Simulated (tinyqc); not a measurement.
# Vertical double-diffused power MOSFET, components of the on-resistance: On-resistance against the rated breakdown voltage of the drift layer

Stripe cells of pitch Wp + a, two channels a cell. Current flows through the channels, spreads in the accumulation layer, passes the gap between the p bodies and spreads at 45 degrees into the drift layer below them. Low drain voltage, full ionisation.

Triangular field at breakdown with Ec = Kc N^(1/8): BV = eps0 eps_r Ec^2/(2 q N), so N = (eps0 eps_r Kc^2/(2 q BV))^(4/3); W = 2 BV/Ec; mu = mud (T/300 K)^(-bt); rho = 1/(q mu N); ideal resistance rho W. Pitch p = Wp + a, Cox = 3.9 eps0/tox; zero-bias depletion in the gap w0 = sqrt(2 eps0 eps_r Vbi/(q N Nj)), open gap g = a - 2 w0; R_ch = Lc p/(2 mch Cox Vov); R_acc = 0.6 a p/(4 mac Cox Vov), 0.6 being an empirical factor for current leaving the layer along its length; R_gap = (rho/Nj) xp p/g; spreading depth t = min(W, (p - g)/2); R_drift = (rho p/2) ln((g + 2 t)/g) + rho (W - t); R_on = the sum with Rs.

Inputs (values chosen for the exercise); bulk values close to those of 4H silicon carbide:
- T = 350 K (temperature)
- eps_r = 9.68 (relative permittivity)
- Kc = 23600 V/cm per (cm^-3)^(1/8) (critical-field constant)
- mud = 790 cm^2/(V s) (drift mobility at 300 K)
- bt = 2.2 (temperature exponent of the drift mobility)
- tox = 58 nm (gate oxide thickness (eps_r 3.9))
- Vov = 4 V (gate overdrive)
- mch = 35 cm^2/(V s) (channel mobility)
- mac = 85 cm^2/(V s) (accumulation-layer mobility)
- Lc = 0.7 um (channel length)
- Wp = 3.6 um (width of the p body in one cell, channels included)
- a = 1.7 um (gap between neighbouring p bodies)
- xp = 1 um (depth of the p body)
- Nj = 3 (doping of the gap over the drift doping)
- Vbi = 2.92 V (built-in voltage of the body junction)
- Rs = 0.13 mohm cm^2 (substrate and contact resistance)

Constants: q = 1.602176634e-19 C, eps0 = 8.8541878128e-14 F/cm where lengths are in cm. Results are converted to the units shown.

The same in every row: R_ch (mohm cm^2) = 2.226; R_acc (mohm cm^2) = 0.6677.

On-resistance against the rated breakdown voltage of the drift layer:

| BV (V) | R_gap (mohm cm^2) | R_drift (mohm cm^2) | R_on (mohm cm^2) | ideal (mohm cm^2) | largest term |
|---|---|---|---|---|---|
| 300 | 0.01564 | 0.04476 | 3.084 | 0.02548 | channel |
| 490 | 0.03195 | 0.1269 | 3.182 | 0.08687 | channel |
| 800 | 0.06715 | 0.3813 | 3.472 | 0.2959 | channel |
| 1300 | 0.1471 | 1.185 | 4.356 | 0.9960 | channel |
| 2100 | 0.3485 | 3.746 | 7.118 | 3.303 | drift |
| 3500 | 1.094 | 13.09 | 17.21 | 11.85 | drift |
| 5600 | 8.200 | 42.93 | 54.16 | 38.36 | drift |

R_on rises from 3.08 to 54.2 mohm cm^2. The channel term is the largest at BV = 300, the drift term from 2100 on. R_on is 121 times the ideal drift resistance in the first row and 1.41 times in the last. The ideal resistance goes as BV^(2.50), and R_on as BV^(2.44) between the last two rows.

Computed by the program tinyqc: `OMP_NUM_THREADS=1 python tinyqc.py 2230016 2230017 out.jsonl`, one thread of a shared Intel Xeon 2.30GHz, about 0.01 s for the whole run.
